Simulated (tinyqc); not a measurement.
Inputs raised by 2 %, one at a time: estimate of lattice thermal conductivity from elastic moduli (Slack, Klemens and Cahill formulas). Computed by tinyqc, a small Python program. Command: `OMP_NUM_THREADS=1 python tinyqc.py 3023431 3023432 out.jsonl slack sens`. One thread of a shared host (Intel(R) Xeon(R) Processor @ 2.30GHz), about 0.01 s of CPU time with the checks.

An isotropic solid.

Inputs (values chosen for the exercise, for a model crystal):
```
quantity                                value        unit
bulk modulus B                           27.8         GPa
shear modulus G                          19.5         GPa
volume per atom V                        32.7  angstrom^3
mean atomic mass M                         36           u
atoms per primitive cell n                  5           -
volume expansion coefficient alpha_V       57       ppm/K
temperature T                             300           K
disorder parameter Gamma              0.00062           -
grain size d                             6100          nm
```

Grueneisen parameter: from thermal expansion.

Constants: u = 1.6605390666e-27 kg; hbar = 1.054571817e-34 J s; k_B = 1.380649e-23 J/K; h = 6.62607015e-34 J s.

Method:
- rho = M/V; vL = sqrt((B + 4G/3)/rho), vT = sqrt(G/rho); v_m = [(vL^-3 + 2 vT^-3)/3]^(-1/3); Poisson ratio sigma = (3B - 2G)/(6B + 2G); Theta = hbar v_m (6 pi^2/V)^(1/3)/k_B.
- gamma = alpha_V B V/(3 k_B), with the classical heat capacity 3 k_B per atom.
- Slack, an estimate for T near or above Theta_a: kappa = A M Theta_a^3 delta n^(1/3)/(gamma^2 T) in W/(m K), with M in u, delta = V^(1/3) in angstrom, Theta_a = Theta n^(-1/3) and A = 2.43e-6/(1 - 0.514/gamma + 0.228/gamma^2).
- High-temperature forms with the classical heat capacity. Klemens: kappa/kappa_0 = arctan(u)/u, u^2 = pi^2 Theta V Gamma kappa_0/(h v_m^2). Grains: 1/kappa_poly = 1/kappa + 1/(C v_m d/3), C = 3 k_B/(n V), the acoustic branches alone.

Runs; columns: (1) input moved; (2) from; (3) to; (4) Debye temperature Theta (K); (5) Grueneisen parameter gamma; (6) kappa of the perfect crystal (W/(m K)); (7) kappa with point defects (W/(m K)):
```
(1)                                               (2)        (3)     (4)     (5)     (6)     (7)
base run                                            -          -  336.27  1.2510  10.544  10.269
bulk modulus B (GPa)                             27.8     28.356  336.43  1.2760  10.117   9.863
shear modulus G (GPa)                            19.5      19.89  339.44  1.2510  10.845  10.557
volume per atom V (angstrom^3)                   32.7     33.354  337.38  1.2760  10.269  10.007
volume expansion coefficient alpha_V (ppm/K)       57      58.14  336.27  1.2760  10.101   9.848
temperature T (K)                                 300        306  336.27  1.2510  10.337  10.072
disorder parameter Gamma                      0.00062  0.0006324  336.27  1.2510  10.544  10.264
grain size d (nm)                                6100       6222  336.27  1.2510  10.544  10.269
```

Exponents ln(y'/y) / ln(x'/x):
```
input                                 Debye temperature Theta  Grueneisen parameter gamma  kappa of the perfect crystal  kappa with point defects
bulk modulus B                                          0.025                           1                        -2.089                    -2.036
shear modulus G                                         0.475                           0                         1.424                     1.399
volume per atom V                                       0.167                           1                        -1.331                    -1.302
volume expansion coefficient alpha_V                    0.000                           1                        -2.165                    -2.110
temperature T                                           0.000                           0                        -1.000                    -0.975
disorder parameter Gamma                                0.000                           0                         0.000                    -0.026
grain size d                                            0.000                           0                         0.000                     0.000
```

Which inputs matter most for each result?

Among the inputs moved here: Debye temperature Theta answers most in size to shear modulus G (exponent +0.475), next to volume per atom V (+0.167); its exponent is below 0.0005 for volume expansion coefficient alpha_V, temperature T, disorder parameter Gamma, grain size d. Grueneisen parameter gamma answers most in size to bulk modulus B (exponent +1.000), and about equally to volume per atom V (+1.000), volume expansion coefficient alpha_V (+1.000); its exponent is below 0.0005 for shear modulus G, temperature T, disorder parameter Gamma, grain size d. Kappa of the perfect crystal answers most in size to volume expansion coefficient alpha_V (exponent -2.165), next to bulk modulus B (-2.089); its exponent is below 0.0005 for disorder parameter Gamma, grain size d. Its exponent -1.000 in temperature T: the Slack formula goes as 1/T. kappa with point defects answers most in size to volume expansion coefficient alpha_V (exponent -2.110), next to bulk modulus B (-2.036); its exponent is below 0.0005 for grain size d. Its exponent -0.975 in temperature T: weak disorder. Its exponent -0.026 in disorder parameter Gamma: weak disorder.
